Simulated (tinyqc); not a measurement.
From results back to parameters: Koster-Slater impurity in an sp3s* host.

Problem. In the Koster-Slater model a defect shifts the s level of its site by Vs and the p levels by Vp; an A1 level solves 1/Vs = G_s(E) and a T2 level 1/Vp = G_p(E), E from the top of the valence band. A defect has an A1 level at E = 0.2866 eV, one of the energies of the table, and a T2 level at 0.8598 eV.

G(E) of the host (1/eV):

| E (eV) | G_s | G_p |
|---|---|---|
| 0.0000 | -0.0724558 | 0.0983107 |
| 0.1433 | -0.0849477 | 0.0635724 |
| 0.2866 | -0.0992619 | 0.0366569 |
| 0.4299 | -0.1160680 | 0.0124870 |
| 0.5732 | -0.1363988 | -0.0113160 |
| 0.7165 | -0.1619898 | -0.0367441 |
| 0.8598 | -0.1961212 | -0.0665333 |
| 1.0032 | -0.2462506 | -0.1062773 |
| 1.1465 | -0.3364511 | -0.1737475 |

Find: Vs, Vp.

Solution. Read G_s and G_p at the two energies and invert them. Vs is attractive and pulls its level down from the conduction bands. Vp is attractive and pulls its level down from the conduction bands.

Vs, Vp (eV): -10.1  -15.0

Computed by tinyqc, a small Python program: `OMP_NUM_THREADS=1 python tinyqc.py 1480869 1480870 out.jsonl` (the numbers bound the seed that draws the inputs); one thread of a shared host (Intel(R) Xeon(R) Processor @ 2.30GHz), about 0.04 s for the whole set of steps.
